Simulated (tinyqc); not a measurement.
## Insulator thickness and V0 from two charges

Question. In an undoped wire Vg - V0 = Q/Cox + Vt ln(Q/Q0) + Vt ln(1 + Q/Q0) at the source, with Q0 = 4 eps0 eps_r Vt/R and Cox = eps0 eox/(R ln(1 + tox/R)). Find Cox, tox and V0.

Values chosen for this exercise; material values close to those of silicon: temperature T = 350 K; relative permittivity of the semiconductor eps_r = 11.8; relative permittivity of the gate insulator eox = 7.62; wire radius R = 15 nm.

Constants: q = 1.602176634e-19 C, kB = 1.380649e-23 J/K, Vt = kB T/q, eps0 = 8.8541878128e-14 F/cm where lengths are in cm. Results are converted to the units shown.

Qs at Vg = 0.81 and 1.21 V (nC/cm^2): [395.34249, 1064.4070]

Answer. The two equations are linear in 1/Cox and V0; tox follows by inverting the logarithm.

Cox = 1.95 uF/cm^2
tox = 3.90 nm
V0 = 0.508 V

Program tinyqc, `OMP_NUM_THREADS=1 python tinyqc.py 2460173 2460174 out.jsonl`; Intel Xeon 2.30GHz, shared host, one thread, about 0.03 s.
